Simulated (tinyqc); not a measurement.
Convergence with the basis: effective-mass impurity with a central-cell term, in a basis of Slater functions. Computed by tinyqc, a small Python program. Command: `OMP_NUM_THREADS=1 python tinyqc.py 3026331 3026332 out.jsonl centralcell walk`. One thread of a shared host (Intel(R) Xeon(R) Processor @ 2.30GHz), about 0.01 s of CPU time with the checks.

The envelope obeys H = -nabla^2 - (2/r) [Z + A exp(-kappa r)] in effective units, with kappa = a*/lambda; positive A deepens the well near the core.

Inputs (values chosen for the exercise, with mass and screening modelled on GaAs):

| quantity | value | unit |
|---|---|---|
| effective mass m | 0.0685 | m_0 |
| dielectric constant eps | 13.3 | - |
| charge Z of the core | 1 | - |
| central-cell strength A | 13 | - |
| central-cell range lambda | 1.6 | angstrom |
| smallest exponent zeta_1 | 0.5 | 1/a* |
| ratio beta of exponents | 2.6 | - |

Impurity: donor, one isotropic band.

Constants: Ry = 13.605693123 eV; a_0 = 0.529177210903 angstrom.

Method:
- Units: Ry* = Ry m/eps^2 and a* = a_0 eps/m, with m in m_0.
- kappa = a*/lambda; the hydrogenic ground state is bound by Z^2 Ry*.
- For s functions exp(-zeta r), with s = zeta_i + zeta_j: S = 2/s^3, T = zeta_i zeta_j S, V = -2 Z/s^2, W = -2 A/(s + kappa)^2; each function is normalised by dividing by sqrt(S_ii S_jj).
- Large basis: zeta_i = 0.06 x 1.6^(i-1), i = 1..22, same formulas; for p functions r exp(-zeta r): S = 24/s^5, T = zeta_i zeta_j S (centrifugal term included), V = -12 Z/s^4, W = -12 A/(s + kappa)^4; overlap eigenvalues below 1e-11 are dropped.
- Binding energies are -E Ry*; the effective quantum number is nu = Z/sqrt(-E); |psi(0)|^2 is given relative to the hydrogenic Z^3/(pi a*^3).
- zeta_i = zeta_1 beta^(i-1), i = 1..n.
- The error is the lowest level above the large-basis value.

kappa = 64.2158 1/a*

Ry* = 5.26875 meV

1s binding energy = 5.43679 meV

Error of the 1s level:

| n | error (meV) | largest exponent (1/a*) |
|---|---|---|
| 1 | 1.4691 | 5.0000e-01 |
| 2 | 0.1124 | 1.3000e+00 |
| 3 | 0.0971 | 3.3800e+00 |
| 4 | 0.0509 | 8.7880e+00 |
| 5 | 0.0471 | 2.2849e+01 |
| 6 | 0.0415 | 5.9407e+01 |
| 7 | 0.0412 | 1.5446e+02 |
| 8 | 0.0411 | 4.0159e+02 |

What does the comparison show, and why?

The error falls from 1.47 to 0.0411 meV. The last function changes it by less than 5 %: it has levelled off, and what remains is set by beta and zeta_1, not by the range of exponents.

Extremes, crossings and ranges named in words are read from the listed rows.
